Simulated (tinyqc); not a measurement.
# Undoped symmetric double-gate MOSFET, analytic potential model: effect of the temperature

An undoped body of thickness ts between two equal insulators and tied gates; long channel, electrons only, n = ni exp((psi - V)/Vt) with V the quasi-Fermi potential (0 at the source, Vd at the drain), constant mobility, no quantisation. Across the body psi(x) = V - 2 Vt ln[(ts/(2 beta)) sqrt(q ni/(2 eps0 eps_r Vt)) cos(2 beta x/ts)], x from the centre. Q is the electron charge per area of the whole body.

Nc and Nv are given at 250 K and scale as (T/250 K)^1.5; Eg and mu are held fixed. ni = sqrt(Nc Nv) exp(-Eg/(2 Vt)), Eg in volts; r = eps_r tox/(eox ts); V0 = dphi + 2 Vt ln[(2/ts) sqrt(2 eps0 eps_r Vt/(q ni))]. beta (between 0 and pi/2) solves (Vg - V0 - V)/(2 Vt) = ln(beta) - ln(cos beta) + 2 r beta tan(beta). Q = 8 eps0 eps_r Vt beta tan(beta)/ts; I = mu (1/L)(4 eps0 eps_r/ts)(2 Vt)^2 [g(beta_s) - g(beta_d)] per width, g = beta tan(beta) - beta^2/2 + r beta^2 tan^2(beta), with beta_s at V = 0 and beta_d at V = Vd.  I(low) is taken at Vg = 0.48 V, Qs and I(high) at Vg = 1.23 V.

Values chosen for this exercise; material values close to those of silicon:

| symbol | value | unit | meaning |
|---|---|---|---|
| Eg | 1.1 | eV | band gap |
| eps_r | 11.6 |  | relative permittivity of the semiconductor |
| Nc | 2.14e19 | cm^-3 | conduction-band density of states at the reference temperature |
| Nv | 2.01e19 | cm^-3 | valence-band density of states at the reference temperature |
| eox | 8.63 |  | relative permittivity of the gate insulator |
| tox | 1.9 | nm | insulator thickness |
| ts | 10 | nm | body thickness |
| dphi | 0.24 | V | gate work function less that of the intrinsic body |
| mu | 400 | cm^2/(V s) | channel mobility |
| L | 2 | um | gate length |
| Vd | 0.8 | V | drain voltage |

Constants: q = 1.602176634e-19 C, kB = 1.380649e-23 J/K, Vt = kB T/q, eps0 = 8.8541878128e-14 F/cm where lengths are in cm. Results are converted to the units shown.

Result of one run:
```
T (K)	V0 (V)	I(low) (nA/um)	Qs(high) (nC/cm^2)	I(high) (uA/um)
220	0.7356	8.233e-4	3067	138.9
```

What becomes of these results when the temperature T is changed from 220 to 430 K, all else the same?

Result of the changed run:
```
T (K)	V0 (V)	I(low) (nA/um)	Qs(high) (nC/cm^2)	I(high) (uA/um)
430	0.6713	12.86	3104	161.2
```

The whole series:
```
T (K)	V0 (V)	I(low) (nA/um)	Qs(high) (nC/cm^2)	I(high) (uA/um)
220	0.7356	8.233e-4	3067	138.9
250	0.7268	0.008064	3058	141.0
280	0.7179	0.05002	3056	143.5
310	0.7088	0.2236	3058	146.4
340	0.6996	0.7842	3064	149.7
370	0.6903	2.283	3074	153.2
400	0.6808	5.745	3088	157.1
430	0.6713	12.86	3104	161.2
```

As T goes from 220 to 430 K, I(low) rises from 8.23e-4 to 12.9 nA/um and I(high) rises from 139 to 161 uA/um. V0 falls from 0.736 to 0.671 V. In every row the surface density at the source at the higher gate voltage passes 0.3 Nc, where Boltzmann statistics fail. In every row the mobility is held fixed, though a real one changes with T.

tinyqc, about 0.02 s, one thread, Intel Xeon 2.30GHz (shared host): `OMP_NUM_THREADS=1 python tinyqc.py 2440144 2440145 out.jsonl`
